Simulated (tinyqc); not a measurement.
Worked calculation: Luttinger-Kohn k.p, four valence bands. One step of it, computed by the program tinyqc.

Question. Levels at k. Diagonalise the Hermitian matrix.

H(k) at k (eV), order 3/2, 1/2, -1/2, -3/2:
$$\begin{pmatrix}
0.139568 & -0.148379+0.079896i & -0.021413+0.044198i & 0.000000 \\
-0.148379-0.079896i & 0.322226 & 0.000000 & -0.021413+0.044198i \\
-0.021413-0.044198i & 0.000000 & 0.322226 & 0.148379-0.079896i \\
0.000000 & -0.021413-0.044198i & 0.148379+0.079896i & 0.139568
\end{pmatrix}$$

Give: eigenvalues.

Answer.

eigenvalues (eV): [0.0330, 0.0330, 0.4288, 0.4288]
